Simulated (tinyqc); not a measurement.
## Gate voltage for a given inversion charge

Question. p-type body, charge-sheet picture, depletion and inversion only, full ionisation (an idealisation for deep acceptors), Boltzmann statistics (rough once Na exp(x - xn) passes about Nc/7). In units of Vt: xg = (Vg - Vfb)/Vt, x = psi/Vt, G = gamma/sqrt(Vt), xn = (2 phiF + Vc)/Vt. The implicit equation is (xg - x)^2 = G^2 [x - 1 + exp(x - xn)] for x above about 3. Cox = eps0 eox/tox. ni = sqrt(Nc Nv) exp(-Eg/(2 Vt)), Eg in volts; phiF = Vt ln(Na/ni); gamma = sqrt(2 q eps0 eps_r Na)/Cox. N_inv = (Cox Vt G/q) [sqrt(x - 1 + exp(x - xn)) - sqrt(x - 1)]. Find x - xn, psi and Vg.

Parameters, values chosen for the exercise; band and dielectric values close to those of silicon:

| symbol | value | unit | meaning |
|---|---|---|---|
| T | 300 | K | temperature |
| Eg | 1.13 | eV | band gap |
| eps_r | 11.8 |  | relative permittivity |
| Nc | 2.75e19 | cm^-3 | conduction-band density of states at T |
| Nv | 2.69e19 | cm^-3 | valence-band density of states at T |
| eox | 3.9 |  | relative permittivity of the gate insulator (close to silicon dioxide) |
| tox | 2.3 | nm | insulator thickness |
| Na | 1.6e17 | cm^-3 | acceptor density |
| Vfb | -0.61 | V | flat-band voltage |
| Vc | 0.2 | V | channel-body voltage |

Constants: q = 1.602176634e-19 C, kB = 1.380649e-23 J/K, Vt = kB T/q, eps0 = 8.8541878128e-14 F/cm where lengths are in cm. Results are converted to the units shown.

N_inv = 3e11 cm^-2

Solution. N_inv rises steadily with x, so it fixes x; the implicit equation then gives xg directly.

x - xn = 2.92
psi = 1.14 V
Vg = 0.725 V

tinyqc, about 0.01 s, one thread, Intel Xeon 2.30GHz (shared host): `OMP_NUM_THREADS=1 python tinyqc.py 2122059 2122060 out.jsonl`
